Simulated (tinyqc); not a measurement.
Microkinetic model of a Langmuir-Hinshelwood surface reaction A + (1/2) B2 = AB with Bronsted-Evans-Polanyi barriers: one step, computed by the program tinyqc.

A adsorbs in equilibrium; B2 dissociates irreversibly on two free sites; adsorbed A and B react irreversibly and AB leaves at once. theta_A + theta_B + theta_* = 1.

Task: Steady state in closed form. theta_A = K_A p_A theta_*; 2 k1 p_B theta_*^2 = k2 theta_A theta_B, so theta_B = w theta_* with w = 2 k1 p_B/(k2 K_A p_A); theta_* = 1/(1 + K_A p_A + w); rate r = k2 theta_A theta_B.

Inputs (values chosen for the exercise, for a model catalyst):

| quantity | value | unit |
|---|---|---|
| adsorption energy per B atom, E_B | -0.866 | eV |
| entropy loss of B2, S_B | 1.5 | meV/K |
| pressure p_A | 0.21 | bar |
| pressure p_B | 0.59 | bar |
| temperature T | 775 | K |

K_A = 0.009286058 1/bar

k1 = 445104.2 1/(bar s)

k2 = 714207.7 1/s

Give: w; theta_*; theta_A; theta_B; rate r.

Result:

w = 377.1

theta_* = 0.002645

theta_A = 5.157e-06

theta_B = 0.9974

rate r = 3.674 1/s per site

The surface is covered by B, and the reaction step limits. Caution: the linear relation gives a negative E1, which is set to zero: dissociation is not activated. Caution: B is close to or above its equilibrium coverage with B2 gas, so leaving out the desorption of B2 is not justified.
